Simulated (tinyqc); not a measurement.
# Changing the depletion charge N_d

Model: low-temperature mobility of a two-dimensional electron gas with static screening. Computed by tinyqc, a small Python program. Command: `OMP_NUM_THREADS=1 python tinyqc.py 3029844 3029845 out.jsonl twodeg sweep`. One thread of a shared host (Intel(R) Xeon(R) Processor @ 2.30GHz), about 0.05 s of CPU time with the checks.

One subband is filled, the gas is degenerate and scatters at the Fermi circle; one permittivity serves on both sides of the interface. All formulas are in SI units, masses times m_0. Piezoelectric and polar phonons are left out, and n_s is taken as set by a gate, independent of N_i.

Inputs (values chosen for the exercise, modelled on an InAs channel):
```
quantity,value,unit
in-plane mass m,0.0291,m_0
mass across the layer m_z,0.0288,m_0
permittivity eps,14.9,-
valley degeneracy g_v,1,-
sheet density n_s,8.1e+12,1/cm^2
roughness height Delta,0.2,nm
correlation length Lambda,6.5,nm
remote charge density N_i,7.5e+10,1/cm^2
distance d of the charges from the interface,5.4,nm
density rho,5680,kg/m^3
sound velocity v_l,4250,m/s
deformation potential D_A,6.3,eV
temperature T,77,K
```

Wave function: Fang-Howard. Roughness spectrum: exponential.

Constants: m_0 = 9.1093837015e-31 kg; e = 1.602176634e-19 C; eps_0 = 8.8541878128e-12 F/m; hbar = 1.054571817e-34 J s; k_B = 1.380649e-23 J/K.

Method:
- k_F = sqrt(2 pi n_s/g_v); E_F = hbar^2 k_F^2/(2 m); q_TF = g_v m e^2/(2 pi eps eps_0 hbar^2); Fang-Howard parameter b = [12 m_z e^2 (N_d + 11 n_s/32)/(eps eps_0 hbar^2)]^(1/3), mean depth 3/b; effective field F = e (N_d + n_s/2)/(eps eps_0).
- Form factors with u = q/b: screening G(q) = [1 + 9u/8 + 3u^2/8]/(1 + u)^3, remote charge P(q) = exp(-q d)/(1 + u)^3. Dielectric function eps(q) = 1 + q_TF G(q)/q, with q = 2 k_F sin(theta/2).
- Roughness: <|U|^2> = (e F)^2 S(q), S = pi Delta^2 Lambda^2/(1 + q^2 Lambda^2/2)^(3/2).
- 1/tau_t = (m/(pi hbar^3)) int_0^pi (1 - cos theta) <|U|^2>/eps(q)^2 dtheta; the quantum rate 1/tau_q drops the factor (1 - cos theta); 200 Gauss-Legendre points in s with theta = pi s^2, s from 0 to 1; mu = e tau_t/m.
- Remote charges: <|U|^2> = N_i [e^2 P(q)/(2 eps eps_0 q)]^2.
- Unscreened deformation potential in equipartition: 1/tau = m D_A^2 k_B T I/(rho v_l^2 hbar^3), I = int |psi|^4 dz = 3 b/16 for the Fang-Howard function (used for both wave-function options); mu = e tau/m. Bloch-Grueneisen temperature T_BG = 2 hbar v_l k_F/k_B.
- At the Fermi circle the rates add, so 1/mu is the sum; sheet resistance 1/(n_s e mu); mean free path hbar k_F mu/e; the quantum time adds the rates 1/tau_q, with the isotropic acoustic rate e/(m mu).

One run for each value:
```
depletion charge N_d (1/cm^2),roughness mobility (cm^2/(V s)),mean depth (nm),acoustic mobility (cm^2/(V s)),effective field F (MV/cm),mobility mu (cm^2/(V s)),remote-charge mobility (cm^2/(V s))
1.00e+10,8.8300e+05,5.5979,2.5208e+06,0.49306,6.4970e+05,1.0031e+08
2.30e+10,8.7744e+05,5.5893,2.5169e+06,0.49464,6.4642e+05,1.0019e+08
5.10e+10,8.6565e+05,5.5708,2.5085e+06,0.49804,6.3945e+05,9.9952e+07
1.20e+11,8.3757e+05,5.5263,2.4885e+06,0.50642,6.2273e+05,9.9369e+07
2.60e+11,7.8466e+05,5.4403,2.4498e+06,0.52342,5.9073e+05,9.8243e+07
5.90e+11,6.7818e+05,5.2568,2.3672e+06,0.56350,5.2427e+05,9.5860e+07
1.30e+12,5.1176e+05,4.9327,2.2212e+06,0.64972,4.1405e+05,9.1700e+07
3.00e+12,2.9646e+05,4.3924,1.9779e+06,0.85618,2.5704e+05,8.4919e+07
```

Over the rows, roughness mobility (cm^2/(V s)) falls from 883000 to 296000 (exponent d ln y / d ln x -0.0076 between the first rows and -0.65 between the last); mean depth (nm) falls from 5.60 to 4.39 (exponent d ln y / d ln x -0.0019 between the first rows and -0.14 between the last); acoustic mobility (cm^2/(V s)) falls from 2.52e6 to 1.98e6 (exponent d ln y / d ln x -0.0019 between the first rows and -0.14 between the last). Depletion charge adds to the field in full, the gas itself by half; it thins the layer, which raises int |psi|^4 dz and with it the phonon rate.

Caution (all rows): E_F exceeds 100 meV in a band of small mass, where non-parabolicity and upper valleys, left out here, matter. Caution (all rows): E_F exceeds 1.1 (hbar^2 e^2 F^2/2 m_z)^(1/3), of the order of the first subband spacing (1.75 times that in a triangular well, less with self-consistent band bending), so a second subband may fill.
